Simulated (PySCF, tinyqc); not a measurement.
Inside a calculation. Method: CIS and TDHF on RHF in the sto-3g basis, frozen core, for BeH+, spin multiplicity 1. The lowest restricted solution is unstable here: a spin-polarised one lies 0.0024 hartree lower (PySCF). Computed by tinyqc, a small Python program that keeps every step (integrals from PySCF). Settings: charge = 1, multiplicity = 1, basis = sto-3g, method = RHF, frozen orbitals = 1, energy threshold = 1e-10, iteration cap = 52, orthogonalisation = canonical, start = Wolfsberg-Helmholz matrix, DIIS depth = 6, TDHF = 1. Command: `OMP_NUM_THREADS=1 python tinyqc.py 22131 22132 out.jsonl` (the two numbers bound the seeds that draw the settings). One thread of a shared host (Intel(R) Xeon(R) Processor @ 2.60GHz), about 0.09 s of CPU time with the checks. The early iterations of the SCF are left out here.

## One-electron integrals

Geometry (angstrom):
```
atom        x        y        z
Be    0.00000  0.00000  0.00000
H     0.00000  0.00000  1.74900
```

Basis sto-3g: exponents (1/bohr^2) and contraction coefficients of normalised primitives:
```
element  l (shell)  exponent  coefficient
Be           s (1)  30.16787      0.15433
Be           s (1)   5.49512      0.53533
Be           s (1)   1.48719      0.44463
Be           s (2)   1.31483     -0.09997
Be           s (2)   0.30554      0.39951
Be           s (2)   0.09937      0.70012
Be           p (3)   1.31483      0.15592
Be           p (3)   0.30554      0.60768
Be           p (3)   0.09937      0.39196
H            s (1)   3.42525      0.15433
H            s (1)   0.62391      0.53533
H            s (1)   0.16886      0.44463
```

Overlap, kinetic and nuclear-attraction integrals over the contracted functions; the nuclear repulsion is the sum of Za Zb / Rab.

nuclear repulsion = 1.2102395 hartree

overlap S, lower triangle:
```
          1Be 1s   1Be 2s  1Be 2px  1Be 2py  1Be 2pz    2H 1s
1Be 1s   1.00000
1Be 2s   0.25952  1.00000
1Be 2px  0.00000  0.00000  1.00000
1Be 2py  0.00000  0.00000  0.00000  1.00000
1Be 2pz  0.00000  0.00000  0.00000  0.00000  1.00000
2H 1s    0.02829  0.30808  0.00000  0.00000  0.39354  1.00000
```

kinetic energy T (hartree), lower triangle:
```
           1Be 1s   1Be 2s  1Be 2px  1Be 2py  1Be 2pz    2H 1s
1Be 1s    6.69397
1Be 2s   -0.03301  0.21111
1Be 2px   0.00000  0.00000  0.66059
1Be 2py   0.00000  0.00000  0.00000  0.66059
1Be 2pz   0.00000  0.00000  0.00000  0.00000  0.66059
2H 1s    -0.00826  0.02153  0.00000  0.00000  0.08303  0.76003
```

nuclear attraction V (hartree), lower triangle:
```
            1Be 1s    1Be 2s   1Be 2px   1Be 2py   1Be 2pz     2H 1s
1Be 1s   -14.86365
1Be 2s    -1.97777  -2.60990
1Be 2px    0.00000   0.00000  -2.56658
1Be 2py    0.00000   0.00000   0.00000  -2.56658
1Be 2pz   -0.01057  -0.10411   0.00000   0.00000  -2.64059
2H 1s     -0.21502  -0.72903   0.00000   0.00000  -0.90961  -2.43526
```

core Hamiltonian H = T + V (hartree), lower triangle:
```
           1Be 1s    1Be 2s   1Be 2px   1Be 2py   1Be 2pz     2H 1s
1Be 1s   -8.16968
1Be 2s   -2.01078  -2.39879
1Be 2px   0.00000   0.00000  -1.90598
1Be 2py   0.00000   0.00000   0.00000  -1.90598
1Be 2pz  -0.01057  -0.10411   0.00000   0.00000  -1.98000
2H 1s    -0.22327  -0.70750   0.00000   0.00000  -0.82658  -1.67523
```

## Two-electron integrals

Functions are numbered as in S; the eight-fold symmetry (ij|kl) = (ji|kl) = (kl|ij) leaves the list below.

Two-electron integrals (ij|kl) in chemists' order, unique and non-zero (hartree):
```
(11|11) 2.29883   (21|11) 0.39204   (21|21) 0.07954   (22|11) 0.57099
(22|21) 0.14304   (22|22) 0.41768   (31|31) 0.01461   (32|31) 0.02189
(32|32) 0.09226   (33|11) 0.56958   (33|21) 0.14308   (33|22) 0.41759
(33|33) 0.44986   (41|41) 0.01461   (42|41) 0.02189   (42|42) 0.09226
(43|43) 0.02425   (44|11) 0.56958   (44|21) 0.14308   (44|22) 0.41759
(44|33) 0.40136   (44|44) 0.44986   (51|51) 0.01461   (52|51) 0.02189
(52|52) 0.09226   (53|53) 0.02425   (54|54) 0.02425   (55|11) 0.56958
(55|21) 0.14308   (55|22) 0.41759   (55|33) 0.40136   (55|44) 0.40136
(55|55) 0.44986   (61|11) 0.04217   (61|21) 0.00855   (61|22) 0.01552
(61|33) 0.01542   (61|44) 0.01542   (61|51) 0.00076   (61|52) 0.00144
(61|55) 0.01573   (61|61) 0.00096   (62|11) 0.12933   (62|21) 0.03302
(62|22) 0.10884   (62|33) 0.10442   (62|44) 0.10442   (62|51) 0.00425
(62|52) 0.02865   (62|55) 0.11758   (62|61) 0.00393   (62|62) 0.04713
(63|31) 0.00264   (63|32) 0.01323   (63|53) 0.00464   (63|63) 0.00366
(64|41) 0.00264   (64|42) 0.01323   (64|54) 0.00464   (64|64) 0.00366
(65|11) 0.14980   (65|21) 0.03863   (65|22) 0.13296   (65|33) 0.12523
(65|44) 0.12523   (65|51) 0.00673   (65|52) 0.04400   (65|55) 0.14828
(65|61) 0.00474   (65|62) 0.06462   (65|65) 0.09037   (66|11) 0.30207
(66|21) 0.07832   (66|22) 0.29040   (66|33) 0.27068   (66|44) 0.27068
(66|51) 0.01035   (66|52) 0.09411   (66|55) 0.32949   (66|61) 0.00942
(66|62) 0.16842   (66|65) 0.24243   (66|66) 0.77461
```

## Orthogonalisation

S = U s U^T; canonical form X = U s^(-1/2), so that X^T S X = 1. Each column of U has its largest component positive (the first on a tie).

eigenvalues of S: 0.47970  0.79760  1.00000  1.00000  1.18380  1.53891

X:
```
                1         2        3         4         5        6
1Be 1s    0.30939   0.76305  0.00000   0.00000   0.58934  0.22589
1Be 2s   -0.72545  -0.56554  0.00000   0.00000   0.44271  0.41137
1Be 2px   0.00000   0.00000  0.93971  -0.34197   0.00000  0.00000
1Be 2py   0.00000   0.00000  0.34197   0.93971   0.00000  0.00000
1Be 2pz  -0.72957   0.52736  0.00000   0.00000  -0.49745  0.38653
2H 1s     0.96456  -0.27122  0.00000   0.00000  -0.23232  0.52930
```

Within a degenerate level the vectors are fixed only up to a rotation; this is one choice.

## Iteration 9 (converged): orbitals

converged F (hartree), lower triangle:
```
           1Be 1s    1Be 2s   1Be 2px   1Be 2py   1Be 2pz     2H 1s
1Be 1s   -4.99355
1Be 2s   -1.40281  -0.84924
1Be 2px   0.00000   0.00000  -0.12678
1Be 2py   0.00000   0.00000   0.00000  -0.12678
1Be 2pz   0.01673  -0.10257   0.00000   0.00000  -0.24338
2H 1s    -0.15516  -0.39413   0.00000   0.00000  -0.34013  -0.42516
```

Diagonalise F' = X^T F X, C = X C', fill 2 alpha and 2 beta electrons from the bottom; D = 2 C_occ C_occ^T. Each column has its largest component positive (the first on a tie).

F' = X^T F X (hartree), lower triangle:
```
          1         2         3         4         5         6
1   0.00123
2  -0.51416  -1.95208
3   0.00000   0.00000  -0.12678
4   0.00000   0.00000   0.00000  -0.12678
5  -0.44308  -2.01256   0.00000   0.00000  -2.63567
6  -0.19358  -0.85624   0.00000   0.00000  -1.17021  -1.19231
```

orbital energies (hartree): MO1 -4.99634, MO2 -0.66026, MO3 -0.25383, MO4 -0.12678, MO5 -0.12678, MO6 0.13160

coefficients C:
```
              MO1       MO2       MO3       MO4      MO5       MO6
1Be 1s    0.99299  -0.19786  -0.19955   0.00000  0.00000   0.10643
1Be 2s    0.02616   0.64465   0.73933   0.00000  0.00000  -0.49848
1Be 2px   0.00000   0.00000   0.00000  -0.16379  0.98650   0.00000
1Be 2py   0.00000   0.00000   0.00000   0.98650  0.16379   0.00000
1Be 2pz  -0.00195   0.26241  -0.59582   0.00000  0.00000  -0.88508
2H 1s    -0.00287   0.49770  -0.35548   0.00000  0.00000   0.98183
```

D after iteration 9, lower triangle:
```
           1Be 1s   1Be 2s  1Be 2px  1Be 2py  1Be 2pz    2H 1s
1Be 1s    2.05034
1Be 2s   -0.20314  0.83252
1Be 2px   0.00000  0.00000  0.00000
1Be 2py   0.00000  0.00000  0.00000  0.00000
1Be 2pz  -0.10772  0.33823  0.00000  0.00000  0.13773
2H 1s    -0.20264  0.64154  0.00000  0.00000  0.26122  0.49543
```

Within a degenerate level the vectors are fixed only up to a rotation; this is one choice.

## Convergence

Stop when the energy changes by less than 1e-10 hartree and every element of the error matrix X^T (F D S - S D F) X is below 3e-06.

Course of the cycle:
```
iteration  E (hartree)     change  largest element of the error matrix
1          -14.5674395          -                             1.36e-01
2          -14.5998963  -3.25e-02                             5.40e-02
3          -14.6161564  -1.63e-02                             3.24e-02
4          -14.6215805  -5.42e-03                             7.52e-03
5          -14.6215365   4.40e-05                             5.11e-03
6          -14.6216745  -1.38e-04                             8.72e-04
7          -14.6216783  -3.77e-06                             9.52e-05
8          -14.6216783  -4.62e-08                             2.46e-07
9          -14.6216783  -3.20e-13                             2.39e-09
```

PySCF RHF in the same basis = -14.6216783 hartree

Converged in 9 iterations.

## Integrals over molecular orbitals

(pq|rs) = sum C_ip C_jq C_kr C_ls (ij|kl), one index at a time.

one-electron integrals over orbitals h = C^T H C (hartree), lower triangle:
```
          1         2         3         4         5         6
1  -8.16020
2   0.17103  -2.01512
3   0.19550  -0.05749  -1.87852
4   0.00000   0.00000   0.00000  -1.90598
5   0.00000   0.00000   0.00000   0.00000  -1.90598
6  -0.06686   0.22915  -0.08740   0.00000   0.00000  -1.64861
```

Two-electron integrals over orbitals (pq|rs), unique and non-zero (hartree); the lowest 1 orbital is frozen and left out:
```
(22|22) 0.46666    (32|22) -0.06659   (32|32) 0.05787    (33|22) 0.32503
(33|32) 0.03338    (33|33) 0.43373    (42|42) 0.04509    (43|42) 0.03405
(43|43) 0.04901    (44|22) 0.35070    (44|32) 0.03676    (44|33) 0.38576
(44|44) 0.44986    (52|52) 0.04509    (53|52) 0.03405    (53|53) 0.04901
(54|54) 0.02425    (55|22) 0.35070    (55|32) 0.03676    (55|33) 0.38576
(55|44) 0.40136    (55|55) 0.44986    (62|22) 0.02536    (62|32) -0.05438
(62|33) -0.01345   (62|44) -0.06810   (62|55) -0.06810   (62|62) 0.11908
(63|22) -0.05677   (63|32) 0.05336    (63|33) 0.05298    (63|44) 0.03352
(63|55) 0.03352    (63|62) -0.05922   (63|63) 0.06997    (64|42) -0.02627
(64|43) -0.00883   (64|64) 0.02283    (65|52) -0.02627   (65|53) -0.00883
(65|65) 0.02283    (66|22) 0.47253    (66|32) -0.07042   (66|33) 0.35246
(66|44) 0.35374    (66|55) 0.35374    (66|62) 0.05351    (66|63) -0.06063
(66|66) 0.51089
```

## CIS matrix, singlets

A(ia,jb) = (e_a - e_i) d_ij d_ab + 2 (ia|jb) - (ij|ab).

CIS matrix A, singlet (hartree), lower triangle:
```
          2>3      2>4      2>5      2>6
2>3   0.19713
2>4   0.00000  0.27296
2>5   0.00000  0.00000  0.27296
2>6  -0.05199  0.00000  0.00000  0.55750
```

## CIS singlet states

dipole integrals <i|r|a> (bohr):
```
            x        y         z
2>3   0.00000  0.00000  -1.12713
2>4  -0.14776  0.88997   0.00000
2>5   0.88997  0.14776   0.00000
2>6   0.00000  0.00000   0.82882
```

Diagonalise A (1 hartree = 27.211386 eV); each vector has its largest component positive (the first on a tie). The transition dipole is mu = sqrt2 sum c_ia <i|r|a>.

singlet excitation energies (eV): 5.16408  7.42763  7.42763  15.37047

lowest vectors:
```
     state 1   state 2  state 3   state 4
2>3  0.99015   0.00000  0.00000  -0.13998
2>4  0.00000   0.99924  0.03894   0.00000
2>5  0.00000  -0.03894  0.99924   0.00000
2>6  0.13998   0.00000  0.00000   0.99015
```

oscillator strengths 2/3 w |mu|^2: 0.25304  0.29621  0.29621  0.72101

Within a degenerate level the vectors are fixed only up to a rotation; this is one choice.

## TDHF (RPA) singlet states

B(ia,jb) = 2 (ia|jb) - (ib|ja); the squared energies are the eigenvalues of (A - B)(A + B); 1 hartree = 27.211386 eV.

TDHF matrix B, singlet (hartree), lower triangle:
```
          2>3      2>4      2>5      2>6
2>3   0.05787
2>4   0.00000  0.04509
2>5   0.00000  0.00000  0.04509
2>6  -0.05438  0.00000  0.00000  0.11908
```

squared energies w^2 (hartree^2): 0.03295  0.07247  0.07247  0.29868

TDHF energies from the positive w^2 (eV): 4.93949  7.32559  7.32559  14.87149

## CIS matrix, triplets

A(ia,jb) = (e_a - e_i) d_ij d_ab - (ij|ab).

CIS matrix A, triplet (hartree), lower triangle:
```
         2>3      2>4      2>5      2>6
2>3  0.08139
2>4  0.00000  0.18278
2>5  0.00000  0.00000  0.18278
2>6  0.05677  0.00000  0.00000  0.31934
```

## CIS triplet states

Diagonalise A (1 hartree = 27.211386 eV); each vector has its largest component positive (the first on a tie).

triplet excitation energies (eV): 1.86514  4.97374  4.97374  9.03930

lowest vectors:
```
      state 1   state 2  state 3  state 4
2>3   0.97532   0.00000  0.00000  0.22078
2>4   0.00000   0.99743  0.07168  0.00000
2>5   0.00000  -0.07168  0.99743  0.00000
2>6  -0.22078   0.00000  0.00000  0.97532
```

Within a degenerate level the vectors are fixed only up to a rotation; this is one choice.

## TDHF (RPA) triplet states

B(ia,jb) = - (ib|ja); the squared energies are the eigenvalues of (A - B)(A + B); 1 hartree = 27.211386 eV.

TDHF matrix B, triplet (hartree), lower triangle:
```
          2>3       2>4       2>5       2>6
2>3  -0.05787
2>4   0.00000  -0.04509
2>5   0.00000   0.00000  -0.04509
2>6   0.05438   0.00000   0.00000  -0.11908
```

squared energies w^2 (hartree^2): -0.00484  0.03138  0.03138  0.09644

TDHF energies from the positive w^2 (eV): 4.82003  4.82003  8.45050

A + B or A - B has a negative eigenvalue: the restricted solution is unstable towards a spin-polarised one, a negative w^2 means an imaginary energy, and the lowest roots have no physical meaning.
